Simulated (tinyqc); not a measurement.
What moves the results: optical transitions of a finite quantum well. A value that a table varies takes the place of the one given here.

Each carrier sees a square well of width L with its own depth V and masses m (inside), mb (outside); c = hbar^2/2m0, k = sqrt(m E/c), kappa = sqrt(mb (V - E)/c), and level n solves k L + 2 atan[(k/m)/(kappa/mb)] = n pi. The envelope is cos(kz) for odd n and sin(kz) for even n inside, joins exp(-kappa (|z| - L/2)) outside, and is normalised to 1. Excitons and band mixing are left out.

Constants: hbar^2/2m0 = 3.80998211 eV angstrom^2; e^2/(4 pi eps0) = 14.39964547 eV angstrom; hc = 1239.841984 eV nm.

Values chosen for the exercise (near those of an InGaAs well in InAlAs; shifted at random, so the results belong to these values and not to a real crystal): L = 67 angstrom (well width); Vc = 0.544 eV (conduction offset); me = 0.0421 m0 (electron, well); meb = 0.078 m0 (electron, barrier); eps = 12 (background dielectric constant); Nss = (0.11, 0.28, 0.55, 1.1, 1.7, 2.2, 3.3) x 1e12/cm^2 (sheet densities); Eg = 0.812 eV (gap of the well); Vv = 0.228 eV (valence offset); mh = 0.378 m0 (heavy hole along z, well); mhb = 0.409 m0 (heavy hole, barrier); ml = 0.0501 m0 (light hole along z, well); mlb = 0.0914 m0 (light hole, barrier); Ls = (21, 31, 43, 53, 67, 101, 119) angstrom (widths).

## Depolarisation shift

The collective line lies at E12 sqrt(1 + a), a = 8 pi q (n1 - n2) S/(eps E12), q = e^2/(4 pi eps0), S = integral over z of (integral up to z of psi_1 psi_2)^2. Zero temperature with the mass me in both subbands: n1 - n2 = Ns until Ns reaches D E12, D = me/(2 pi c), and D E12 beyond. 1e12/cm^2 = 1e-4/angstrom^2; exchange and the static band bending by the charge are left out.

Line position:
```
Ns (1e12/cm^2)  n1 - n2       a  line (meV)  shift (meV)
0.11              0.110  0.0071      261.77         0.92
0.28              0.280  0.0180      263.18         2.33
0.55              0.550  0.0353      265.41         4.56
1.1               1.100  0.0705      269.89         9.04
1.7               1.700  0.1090      274.70        13.85
2.2               2.200  0.1411      278.64        17.79
3.3               3.300  0.2116      287.12        26.27
```

S = 5.546 angstrom
E12 = 260.85 meV

What does this show?

The upward shift grows from 0.92 to 26.27 meV, 10.1 % of E12 at most. For small a the shift is a E12/2, linear in Ns; in the last row that rule gives 27.60 meV. S/L = 0.0828, against 5/(9 pi^2) = 0.0563 for hard walls.

## Width of the well

Edge wavelength hc/(Eg + e1 + hh1), squared e1-hh1 overlap, lh1 - hh1, and the 1-2 intersubband energy with f_12 = (m1/c) E12 z_12^2, 1/m1 = <1|1/m|1> (dash: e2 unbound).

Results:
```
L (angstrom)  edge (nm)  overlap^2  lh1 - hh1 (meV)  E12 (meV)   f_12
21               1047.8     0.9299             76.0          -      -
31               1158.0     0.9451             71.0          -      -
43               1250.0     0.9566             59.8      387.4  0.553
53               1303.8     0.9634             51.1      339.6  0.943
67               1356.9     0.9705             41.2      260.8  0.976
101              1428.4     0.9812             26.0      147.0  0.968
119              1449.5     0.9847             21.0      114.3  0.965
```

How do the results move?

The edge tunes from 1048 to 1449 nm, towards hc/Eg = 1527 nm, while the overlap goes from 0.930 to 0.985. e2 binds at L = pi sqrt(c/(me Vc)) = 40.5 angstrom; f_12 starts from zero there and is 0.553 at 43 angstrom, the rest going to the continuum; among the widths listed it peaks at 0.976 (67 angstrom) and is 0.965 in the widest well, against 0.961 for hard walls.

## What each parameter does

Edge wavelength hc/(Eg + e1 + hh1), squared overlap of e1 and hh1, and the confinement energies. Each row changes one parameter from the base and keeps the others.

Results:
```
case             edge (nm)  overlap^2  e1 (meV)  hh1 (meV)
base                1356.9     0.9705      86.6       15.2
L = 60 angstrom     1332.9     0.9673     100.0       18.2
Eg = 0.828 eV       1333.5     0.9705      86.6       15.2
Vc = 0.626 eV       1350.9     0.9765      90.6       15.2
Vv = 0.182 eV       1357.8     0.9775      86.6       14.6
me = 0.0463 m0      1361.7     0.9753      83.4       15.2
mh = 0.435 m0       1358.9     0.9643      86.6       13.8
meb = 0.0936 m0     1363.5     0.9694      82.2       15.2
```

How do the results move?

The largest shifts from the base row, up to three for each result and ties (the steps differ in size, so this ranks the rows, not the parameters). edge (nm): L -24.0, Eg -23.4, meb +6.6. overlap^2: Vv +0.0070, mh -0.0062, Vc +0.0060; unchanged at the printed digits by Eg. e1 (meV): L +13.4, meb -4.4, Vc +4.1; unchanged at the printed digits by Eg, Vv and mh. hh1 (meV): L +3.0, mh -1.4, Vv -0.6; unchanged at the printed digits by Eg, Vc, me and meb.

tinyqc: `OMP_NUM_THREADS=1 python tinyqc.py 1281589 1281590 out.jsonl`; about 0.08 s, one thread, shared Intel(R) Xeon(R) Processor @ 2.30GHz.
